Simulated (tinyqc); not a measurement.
Implanted layer, carriers, mobility and sheet resistance with incomplete ionisation: two steps of the calculation.

A p-type layer from the surface x = 0 to the junction xj, N(x) = N0 exp(-(x - Rp)^2/(2 sg^2)). Local neutrality (no depletion at surface or junction, no spilling of carriers), intrinsic carriers neglected, Boltzmann statistics.

Parameters, values chosen for the exercise; values close to those of indium in silicon over an n-type background: temperature T = 400 K; background doping of the opposite type Nb = 3.9e14 cm^-3; peak chemical concentration N0 = 5.3e16 cm^-3; mobility limit at high doping m1 = 44.1 cm^2/(V s); mobility limit at low doping, at 300 K m2 = 485 cm^2/(V s); reference doping of the mobility law Nr = 2.17e17 cm^-3; exponent of the mobility law am = 0.734; temperature exponent of m2 bt = 2.1; solubility limit of active dopant Ns = 2.02e18 cm^-3; valence-band density of states at T NB = 4.05e19 cm^-3; ionisation energy in the dilute limit Ei = 0.156 eV; degeneracy factor of the level gd = 4; lowering of Ei per N^(1/3) ks = 0 eV cm; straggle after annealing sg = 140 nm; projected range Rp = 170 nm.

Constants: q = 1.602176634e-19 C, kB = 1.380649e-23 J/K, Vt = kB T/q. Results are converted to the units shown.

Question 1. Junction depth and local values. xj = Rp + sg sqrt(2 ln(N0/Nb)); 10 equal steps from 0 to xj. Active dopant A = min(N, Ns); p solves p (p + Nb)/(A - Nb - p) = K, K = (NB/gd) exp(-E/Vt), E = max(Ei - ks A^(1/3), 0), so p = 2 K (A - Nb)/[Nb + K + sqrt((Nb + K)^2 + 4 K (A - Nb))]; mobility mu = m1 + (m2 (T/300 K)^(-bt) - m1)/(1 + ((A + Nb)/Nr)^am).

Give: xj; x; N; A; p; mu.

Answer 1.

xj = 608.8 nm

| point | x (nm) | N (cm^-3) | A (cm^-3) | p (1e16 cm^-3) | mu (cm^2/(V s)) |
|---|---|---|---|---|---|
| 0 | 0.0 | 2.536e16 | 2.536e16 | 2.091 | 226.8 |
| 1 | 60.9 | 3.912e16 | 3.912e16 | 3.026 | 215.9 |
| 2 | 121.8 | 4.995e16 | 4.995e16 | 3.696 | 208.7 |
| 3 | 182.6 | 5.278e16 | 5.278e16 | 3.864 | 207.0 |
| 4 | 243.5 | 4.617e16 | 4.617e16 | 3.469 | 211.1 |
| 5 | 304.4 | 3.343e16 | 3.343e16 | 2.653 | 220.1 |
| 6 | 365.3 | 2.003e16 | 2.003e16 | 1.696 | 231.9 |
| 7 | 426.2 | 9.938e15 | 9.938e15 | 0.881 | 243.7 |
| 8 | 487.0 | 4.080e15 | 4.080e15 | 0.356 | 253.0 |
| 9 | 547.9 | 1.387e15 | 1.387e15 | 0.098 | 258.8 |
| 10 | 608.8 | 3.900e14 | 3.900e14 | 0.000 | 261.6 |

At the point of highest doping 73.7 % of the net active dopant gives free carriers. The mobility runs from 207 to 262 cm^2/(V s).

Question 2. Sheet quantities by the trapezoid rule. Dose = integral of N, carrier sheet density = integral of p, 1/Rs = q integral of p mu, mean mobility 1/(q Rs sheet density), Hall mobility (unit Hall factor) = integral of p mu^2 over integral of p mu, Hall sheet density = (integral of p mu)^2/integral of p mu^2; all from 0 to xj.

| point | x (nm) | N (cm^-3) | p (1e16 cm^-3) | mu (cm^2/(V s)) |
|---|---|---|---|---|
| 0 | 0.00000 | 2.5356802e16 | 2.0905489 | 226.84941 |
| 1 | 60.88012 | 3.9116256e16 | 3.0263427 | 215.87699 |
| 2 | 121.76024 | 4.9945268e16 | 3.6961148 | 208.74364 |
| 3 | 182.64036 | 5.2784412e16 | 3.8637922 | 207.03659 |
| 4 | 243.52048 | 4.6173341e16 | 3.4685003 | 211.10950 |
| 5 | 304.40060 | 3.3431139e16 | 2.6527240 | 220.10044 |
| 6 | 365.28072 | 2.0034814e16 | 1.6960332 | 231.92815 |
| 7 | 426.16084 | 9.9378798e15 | 0.8808690 | 243.71968 |
| 8 | 487.04096 | 4.0801528e15 | 0.3561751 | 252.98972 |
| 9 | 547.92108 | 1.3865431e15 | 0.0984205 | 258.76654 |
| 10 | 608.80121 | 3.9e14 | 0.0000000 | 261.58249 |

Wanted: dose; carrier sheet density; Rs; mean mobility; Hall mobility; Hall sheet density.

Answer 2.

dose = 1.6423e12 cm^-2
carrier sheet density = 1.2653e12 cm^-2
Rs = 22774 ohm/square
mean mobility = 216.59 cm^2/(V s)
Hall mobility = 217.15 cm^2/(V s)
Hall sheet density = 1.2621e12 cm^-2

Carriers make up 77.0 % of the dose. A Hall measurement weights the mobile tail, so its sheet density is 0.26 % below the true one.

Computed by the program tinyqc: `OMP_NUM_THREADS=1 python tinyqc.py 2110064 2110065 out.jsonl`, one thread of a shared Intel Xeon 2.30GHz, about 0.01 s for the whole run.
